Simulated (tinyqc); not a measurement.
What moves the results: Shockley-Read-Hall recombination through one deep level. A value that a table varies takes the place of the one given here.

One level at Et with degeneracy 1: tn = 1/(sn vth Nt), tp = 1/(sp_ vth Nt), n1 = Nc exp((Et - Eg)/kT), p1 = Nv exp(-Et/kT), ni^2 = n1 p1. Equilibrium p0 = Nm, n0 = ni^2/Nm; n = n0 + dn, p = p0 + dn. U = (n p - ni^2)/(tp (n + n1) + tn (p + p1)), lifetime dn/U; emission rates en = sn vth n1, ep = sp_ vth p1.

Constants: kB = 8.617333262e-05 eV/K.

Inputs chosen for the exercise (gap and densities of states near those of Si at this temperature; not measured data):
- E1 = 0.724 eV (level (+1/0) above Ev)
- E2 = 0.538 eV (level (0/-1) above Ev)
- gm = 2 (degeneracy of the middle state, the others 1)
- T = 400 K
- Eg = 1.086 eV (gap)
- Nc = 4.43e+19 1/cm^3 (conduction-band density of states)
- Nv = 1.76e+19 1/cm^3 (valence-band density of states)
- Nd = -2.1e+16 1/cm^3 (ionised shallow donors minus acceptors)
- Et = 0.538 eV (recombination level above Ev)
- Nt = 2.3e+16 1/cm^3 (defects)
- sn = 2.9e-16 cm^2 (electron capture cross-section)
- sp_ = 3.3e-16 cm^2 (hole capture cross-section)
- vth = 24000000 cm/s (thermal velocity, both carriers)
- Nm = 2.3e+17 1/cm^3 (equilibrium holes for the lifetime steps)
- dn = 1.9e+12 1/cm^3 (excess pairs)

## Charge state against the Fermi level (deep level with several charge states)

Energies from Ev. The defect has charge states +1, 0, -1 with weights 1, gm exp((EF - E1)/kT), exp((2 EF - E1 - E2)/kT); the shares are the weights over their sum. Boltzmann carriers: n = Nc exp((EF - Eg)/kT), p = Nv exp(-EF/kT). Neutrality: p - n + Nd + Nt <q> = 0.

Shares:
```
EF (eV)     +1      0     -1     <q>
0.065    1.000  0.000  0.000   1.000
0.152    1.000  0.000  0.000   1.000
0.239    1.000  0.000  0.000   1.000
0.326    1.000  0.000  0.000   1.000
0.413    1.000  0.000  0.000   1.000
0.500    0.997  0.003  0.000   0.996
0.586    0.901  0.033  0.066   0.835
0.673    0.078  0.035  0.887  -0.810
0.760    0.001  0.003  0.996  -0.996
0.847    0.000  0.000  1.000  -1.000
0.934    0.000  0.000  1.000  -1.000
1.021    0.000  0.000  1.000  -1.000
```

E2 lies below E1 (negative U = -0.186 eV), so the charge goes from +1 to -1 near (E1 + E2)/2 = 0.631 eV, two electrons at once; the middle state never exceeds a share of 0.0631.

## Defects against doping (deep level with several charge states)

Nt takes the listed multiples of |Nd|; the resistivity uses mobilities of 1000 (electrons) and 300 (holes) cm^2/(V s), chosen for the exercise, and e = 1.602176634e-19 C.

Neutral state:
```
Nt/|Nd|  EF (eV)  n (1/cm^3)  p (1/cm^3)  rho (ohm cm)
0.01      0.2324    7.78e+08    2.08e+16          1.00
0.10      0.2356    8.56e+08    1.89e+16          1.10
0.30      0.2443    1.10e+09    1.47e+16          1.42
0.60      0.2636    1.93e+09    8.40e+15          2.48
0.90      0.3114    7.70e+09    2.10e+15          9.91
1.10      0.5733    1.54e+13    1.05e+12           397
1.50      0.6011    3.44e+13    4.70e+11           180
3.00      0.6182    5.65e+13    2.86e+11           110
10.00     0.6273    7.36e+13    2.20e+11          84.7
```

EF goes from 0.232 to 0.627 eV and the resistivity from 1 to 84.7 ohm cm, with a largest value of 397. The largest move of EF, +0.262 eV, comes between Nt/|Nd| = 0.9 and 1.1; the levels lie at 0.724 and 0.538 eV. A defect can take up to one carrier of either sign, so the doping can be cancelled no earlier than Nt = |Nd|, there only if EF lies well beyond the level that takes the carriers and otherwise at larger Nt (mean charge +0.10 in the last row). The type changes along the table.

## Lifetime against injection

Recombination:
```
dn (1/cm^3)  lifetime (microsecond)  U (1/(cm^3 s))
1.0e+11                    0.006247        1.60e+19
1.0e+12                    0.006247        1.60e+20
1.0e+13                    0.006247        1.60e+21
1.0e+14                    0.006249        1.60e+22
1.0e+15                    0.006271        1.59e+23
1.0e+16                    0.006476        1.54e+24
1.0e+17                    0.007911        1.26e+25
1.0e+18                     0.01071        9.34e+25
```

The lifetime rises from 0.006247 to 0.01071 microsecond; tn + tp = 0.01174. At low injection it is tn (1 + p1/p0) + tp n1/p0 with n1/Nm = 2.4e-05 and p1/Nm = 1.3e-05: re-emission is negligible, so minority capture alone counts. Auger and radiative paths are left out; they cut in at the highest injections, and in a doped direct-gap crystal the radiative one counts at all injections. dn = dp neglects trapped charge, which matters where the traps hold a charge comparable with dn, at low injection and with very unequal cross sections.

## Where a level does most harm

Et takes the values listed; G = Nt en ep/(en + ep) in a depleted region; the lifetime is for dn = 1e11 1/cm^3.

Results:
```
Et (eV)  lifetime (microsecond)  G (1/(cm^3 s))
0.065                    0.0788        9.70e+14
0.152                    0.0121        1.21e+16
0.239                   0.00671        1.51e+17
0.326                   0.00628        1.88e+18
0.413                   0.00625        2.35e+19
0.500                   0.00625        2.48e+20
0.586                   0.00625        1.28e+20
0.673                   0.00625        1.06e+19
0.760                   0.00633        8.52e+17
0.847                   0.00728        6.83e+16
0.934                    0.0191        5.47e+15
1.021                     0.167        4.38e+14
```

Generation peaks where en = ep, at Eg/2 + (kT/2) ln(sp_ Nv/(sn Nc)) = 0.529 eV; the largest value listed is at 0.500 eV, and G falls by a decade for each 0.079 eV away from the peak. The lifetime is within a factor 2 of its minimum, 0.00625 microsecond, from 0.152 to 0.847 eV: recombination tolerates a wide range of Et, generation a narrow one.

## What moves lifetime and leakage

G = Nt en ep/(en + ep). Each row changes one parameter from the base and keeps the others.

Results:
```
case                  lifetime (microsecond)  G (1/(cm^3 s))
base                                0.006247        3.33e+20
Et = 0.578 eV                       0.006247        1.58e+20
sn = 5.8e-16 cm^2                   0.003124        4.10e+20
sp_ = 6.6e-16 cm^2                  0.006247        4.83e+20
Nt = 1.15e+16 1/cm^3                 0.01249        1.66e+20
Nm = 6.9e+17 1/cm^3                 0.006247        3.33e+20
dn = 5.7e+12 1/cm^3                 0.006247        3.33e+20
```

The largest shifts from the base row, up to three for each result and ties (the steps differ in size, so this ranks the rows, not the parameters). lifetime (microsecond): Nt +0.00625, sn -0.00312; unchanged at the printed digits by Et, sp_, Nm and dn. G (1/(cm^3 s)): Et -1.75e+20, Nt -1.66e+20, sp_ +1.51e+20; unchanged at the printed digits by Nm and dn.

(tinyqc, `OMP_NUM_THREADS=1 python tinyqc.py 1682786 1682787 out.jsonl`, Intel(R) Xeon(R) Processor @ 2.30GHz, 1 thread, shared host, about 0.01 s.)
